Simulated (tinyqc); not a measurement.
Propagation of a band-gap error through k.p and effective-mass formulas, step by step. Values are carried at full precision from step to step, so a last printed digit may differ when a step is redone from the rounded ones.

Chain, for a gap E (the reference Eg or another value), with Ep and Dso kept: 1/me = 1 + Ep (E + 2 Dso/3)/(E (E + Dso)); g* = 2 - 2 Ep Dso/(3 E (E + Dso)); g1(E) = g1 + (Ep/3)(1/E - 1/Eg), g2(E) = g2 + (Ep/6)(1/E - 1/Eg), light hole 1/(g1 + 2 g2), heavy hole 1/(g1 - 2 g2) along [100]; optical constant ei(E) = 1 + (ei - 1)(EP/(EP + E - Eg))^2, static e0(E) = ei(E) + e0 - ei.

Constants: Ry = 13.60569312 eV; a0 (Bohr radius) = 0.5291772105 angstrom; kB = 8.617333262e-05 eV/K; hbar^2/2m0 = 3.80998211 eV angstrom^2.

Parameters, chosen for this exercise (reference values near those of GaAs, gap at low temperature; shifted at random, so the results belong to these values and not to a real crystal):
- Eg = 1.527 eV (gap at Gamma to the s-like level)
- Dso = 0.341 eV (spin-orbit splitting)
- Ep = 25.4 eV (Kane energy)
- g1 = 6.95 (Luttinger gamma1)
- g2 = 2.06 (gamma2)
- e0 = 12.75 (static dielectric constant)
- ei = 10.89 (optical dielectric constant)
- EP = 5.32 eV (mean (Penn) gap)
- Eg2 = 3.42 eV (a wrong gap, of the size a hybrid with far too much exact exchange can give)
- mh = 0.59 m0 (density-of-states mass of the holes)
- T = 300 K (temperature)
- k = 0.019 1/angstrom (wave vector)

## Masses, g factor and screening for both gaps

Evaluate the chain at Eg and at Eg2.

Band values at the two gaps:
```
quantity       at Eg  at Eg2  ratio
me           0.06016  0.1219  2.026
g*          -0.02433   1.551      -
g1             6.950   3.881  0.558
g2             2.060  0.5255  0.255
light hole   0.09033  0.2028  2.245
heavy hole    0.3534  0.3534  1.000
ei             10.89   6.380  0.586
e0             12.75   8.240  0.646
```

The gap is off by a factor of 2.24; the electron mass follows with 2.03 and the light hole with 2.24, while the heavy hole, which does not couple to the conduction level, keeps its value. The optical constant changes less, by -41 %, as it answers to the mean gap, which shifts by the same +1.89 eV on a base of 5.32 eV. g* moves by +1.58; near zero it is a difference of larger terms, and remote bands, left out here, shift it by tenths.

## Binding energies and densities for both gaps

Donor: R = Ry me/e0^2, a_B = a0 e0/me, Mott density (0.26/a_B)^3. Nc, Nv = 2 (m kT/(4 pi c))^(3/2), c = hbar^2/2m0, ni = sqrt(Nc Nv) exp(-E/2kT). Exciton: Ry mu/e0^2 with 1/mu = 1/me + g1(E). 1 angstrom^-3 = 1e24 cm^-3.

Use the values of the table.

Results:
```
quantity                  at Eg     at Eg2     ratio
R (meV)                   5.035      24.43      4.85
a_B (angstrom)            112.1      35.77     0.319
Mott density (cm^-3)  1.246e+16  3.841e+17      30.8
Nc (cm^-3)            3.703e+17  1.068e+18      2.88
ni (cm^-3)            3.062e+05  6.539e-11  2.14e-16
exciton (meV)             3.551      16.58      4.67
```

Power laws carry the error on: the donor energy (me/e0^2) by a factor of 4.85, the Mott density (cube of me/e0) by 30.8. ni, with its exponential, changes by a factor of 2.14e-16, that is 15.7 decades.

## A scissor shift and what it does not mend

A rigid shift D = Eg - Eg2 of the conduction band restores the gap but leaves the curvature, so the mass stays me(Eg2); redoing the sum 1/m = 1 + Ep (E + 2 Dso/3)/(E (E + Dso)) with E = Eg and the same Ep gives another mass. For optics, eps2 at the edge goes as |p|^2/E^2: a rigid shift keeps the dipole elements p/E, while shifting the energies under unchanged p scales eps2 by (Eg2/Eg)^2.

shift D = -1.893 eV
mass under a rigid shift = 0.1219 m0
mass from the sum with the corrected gap = 0.0602 m0
factor on eps2 if p is left unscaled = 5.016

The rigid shift leaves the mass off by a factor of 2.03. The mass from the corrected gap is the reference me(Eg) here, because the exercise keeps Ep fixed; a real correction of the gap depends on k and changes Ep as well.

## Far from the edge the relative error shrinks

Two-level dispersion E(k) = sqrt(E^2/4 + Ep c k^2) - E/2 at k/4, k, 4k for both gaps, c = hbar^2/2m0.

Energies above the edge:
```
k (1/angstrom)  at Eg (eV)  at Eg2 (eV)  ratio
0.00475             0.0014       0.0006  0.447
0.01900             0.0225       0.0102  0.452
0.07600             0.3051       0.1563  0.512
```

The ratio tends to Eg/Eg2 = 0.45 at k = 0 and goes from 0.447 to 0.512: at large k both curves approach the same slope sqrt(Ep c), while their distance in eV grows towards |Eg - Eg2|/2.

## Checks

- Chain at E = Eg against the inputs g1, g2, ei, e0: they agree to 1e-10 or better.

(tinyqc, `OMP_NUM_THREADS=1 python tinyqc.py 1880281 1880282 out.jsonl`, Intel(R) Xeon(R) Processor @ 2.30GHz, 1 thread, shared host, about 0.01 s.)
